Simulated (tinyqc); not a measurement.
# Electron mobility in a silicon inversion layer, empirical terms and Matthiessen rule: several studies

Inversion layer of sheet density Ns on a uniformly doped body, under a high-permittivity gate with an interlayer. The mobility terms are empirical power laws with prefactors chosen for the exercise; adding their inverses (Matthiessen) is itself an approximation.

Inputs (values chosen for the exercise); material values close to those of silicon:
- T = 300 K (temperature)
- Eg = 1.1 eV (band gap)
- eps_r = 11.6 (relative permittivity of the semiconductor)
- Nc = 2.85e19 cm^-3 (conduction-band density of states at T)
- Nv = 2.7e19 cm^-3 (valence-band density of states at T)
- Nb = 5.8e16 cm^-3 (body doping)
- Vsb = 0.3 V (reverse body bias)
- eta = 0.5 (weight of the inversion charge in the effective field)
- Ap = 458 cm^2/(V s) (phonon-limited mobility at 1 MV/cm and 300 K)
- As = 1140 cm^2/(V s) (roughness-limited mobility at 1 MV/cm)
- gs = 2 (exponent of the roughness term)
- Ac = 2700 cm^2/(V s) (Coulomb prefactor)
- Nit = 2e11 cm^-2 (charge at the interface)
- Ar = 170 cm^2/(V s) (remote-phonon mobility without interlayer)
- ti = 1 nm (interlayer thickness)
- lr = 0.6 nm (decay length of remote phonons)
- Ns = 9.6e12 cm^-2 (inversion density)

Constants: q = 1.602176634e-19 C, kB = 1.380649e-23 J/K, Vt = kB T/q, eps0 = 8.8541878128e-14 F/cm where lengths are in cm. Results are converted to the units shown.

Each table varies one quantity; the others keep the values above.

## Effect of the interlayer thickness

ni = sqrt(Nc Nv) exp(-Eg/(2 Vt)), Eg in volts; Ndep = sqrt(2 eps0 eps_r Nb (2 Vt ln(Nb/ni) + Vsb)/q); E = q (Ndep + eta Ns)/(eps0 eps_r), in MV/cm. With t = T/(300 K): muC = Ac (Ns/1e12 cm^-2) t/(Nb/1e17 cm^-3 + Nit/1e11 cm^-2), muP = Ap E^(-1/3) t^(-1.75), muS = As E^(-gs), muR = Ar exp(2 ti/lr)/t; 1/mu is the sum of the inverses.

The same in every row: E (MV/cm) = 0.88862; muC (cm^2/(V s)) = 10047; muP (cm^2/(V s)) = 476.39; muS (cm^2/(V s)) = 1443.7.

Effect of the interlayer thickness:
```
ti (nm),muR (cm^2/(V s)),mu (cm^2/(V s))
0.2,331.11,169.16
0.4,644.92,225.13
0.6,1256.1,271.19
0.8,2446.6,303.02
1,4765.4,322.46
1.2,9281.7,333.43
1.4,18078,339.37
1.6,35212,342.50
1.8,68583,344.12
```

As ti goes from 0.2 to 1.8 nm, E stays at 0.889 MV/cm and mu rises from 169 to 344 cm^2/(V s). The smallest term is the remote phonon one in the first row and the phonon one in the last.

## Effect of the charge at the interface

Same model as above.

The same in every row: E (MV/cm) = 0.8886; muP (cm^2/(V s)) = 476.4; muS (cm^2/(V s)) = 1444; muR (cm^2/(V s)) = 4765.

Result of one run:
```
Nit (cm^-2),muC (cm^2/(V s)),mu (cm^2/(V s))
1e11,1.641e4,326.5
```

What becomes of these results when the charge at the interface Nit is changed from 1e11 to 3.2e10 cm^-2, all else the same?

Result of the changed run:
```
Nit (cm^-2),muC (cm^2/(V s)),mu (cm^2/(V s))
3.2e10,2.880e4,329.3
```

The whole series:
```
Nit (cm^-2),muC (cm^2/(V s)),mu (cm^2/(V s))
1e10,3.812e4,330.3
3.2e10,2.880e4,329.3
1e11,1.641e4,326.5
3.2e11,6857,317.7
1e12,2450,293.3
3.2e12,795.6,234.8
1e13,257.7,145.3
```

As Nit goes from 1e10 to 1e13 cm^-2, E stays at 0.889 MV/cm and mu falls from 330 to 145 cm^2/(V s). The smallest term is the phonon one in the first row and the Coulomb one in the last.

## Effect of the reverse body bias

Same model as above.

The same in every row: muC (cm^2/(V s)) = 1.005e4; muR (cm^2/(V s)) = 4765.

Result of one run:
```
Vsb (V),E (MV/cm),muP (cm^2/(V s)),muS (cm^2/(V s)),mu (cm^2/(V s))
0.8,0.9179,471.3,1353,315.4
```

What becomes of these results when the reverse body bias Vsb is changed from 0.8 to 0 V, all else the same?

Result of the changed run:
```
Vsb (V),E (MV/cm),muP (cm^2/(V s)),muS (cm^2/(V s)),mu (cm^2/(V s))
0,0.8676,480.2,1514,327.6
```

The whole series:
```
Vsb (V),E (MV/cm),muP (cm^2/(V s)),muS (cm^2/(V s)),mu (cm^2/(V s))
0,0.8676,480.2,1514,327.6
0.4,0.8949,475.3,1423,320.9
0.8,0.9179,471.3,1353,315.4
1.2,0.9381,467.9,1295,310.7
1.6,0.9563,464.9,1246,306.5
2,0.9731,462.2,1204,302.7
2.4,0.9887,459.7,1166,299.2
```

As Vsb goes from 0 to 2.4 V, E rises from 0.868 to 0.989 MV/cm and mu falls from 328 to 299 cm^2/(V s). The phonon term is the smallest in the first and the last row.

tinyqc, about 0.01 s, one thread, Intel Xeon 2.30GHz (shared host): `OMP_NUM_THREADS=1 python tinyqc.py 2510077 2510078 out.jsonl`
